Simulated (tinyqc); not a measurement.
From results back to parameters: averaged masses of warped heavy- and light-hole bands. Five cases, with inputs chosen for the exercise.

Problem. For B along [111] the central orbits have s = 1/4 all round, so the cyclotron masses are 1/(g1 -/+ sqrt(g2^2 + 3 g3^2)). They are given with the heavy-hole mass along [100], 1/(g1 - 2 g2); g2 and g3 are positive.

Find: g1; sqrt(g2^2 + 3 g3^2); g2; g3.

Method. The mean of the two inverse cyclotron masses is g1 and half their difference is the root; g2 = (g1 - 1/m[100])/2, and g3 follows.

Case 1.

heavy and light cyclotron mass for B along [111]; heavy mass along [100] (m0): 0.5938854  0.0403940  0.2631579

Solution.

g1 = 13.22
sqrt(g2^2 + 3 g3^2) = 11.536
g2 = 4.71
g3 = 6.08

Case 2.

heavy and light cyclotron mass for B along [111]; heavy mass along [100] (m0): 0.3803311  0.0414753  0.2036660

Solution.

g1 = 13.37
sqrt(g2^2 + 3 g3^2) = 10.741
g2 = 4.23
g3 = 5.70

Case 3.

heavy and light cyclotron mass for B along [111]; heavy mass along [100] (m0): 0.3694091  0.0415059  0.2057613

Solution.

g1 = 13.40
sqrt(g2^2 + 3 g3^2) = 10.693
g2 = 4.27
g3 = 5.66

Case 4.

heavy and light cyclotron mass for B along [111]; heavy mass along [100] (m0): 0.3947288  0.0414480  0.2036660

Solution.

g1 = 13.33
sqrt(g2^2 + 3 g3^2) = 10.797
g2 = 4.21
g3 = 5.74

Case 5.

heavy and light cyclotron mass for B along [111]; heavy mass along [100] (m0): 0.5496702  0.1607529  0.3267974

Solution.

g1 = 4.02
sqrt(g2^2 + 3 g3^2) = 2.201
g2 = 0.48
g3 = 1.24

Computed by tinyqc, one run a case: `OMP_NUM_THREADS=1 python tinyqc.py N N+1 out.jsonl` with N = 1051523, 1051598, 1080023, 1080055, 1080083; one thread of a shared Intel(R) Xeon(R) Processor @ 2.30GHz, about 0.03 s a run at most.
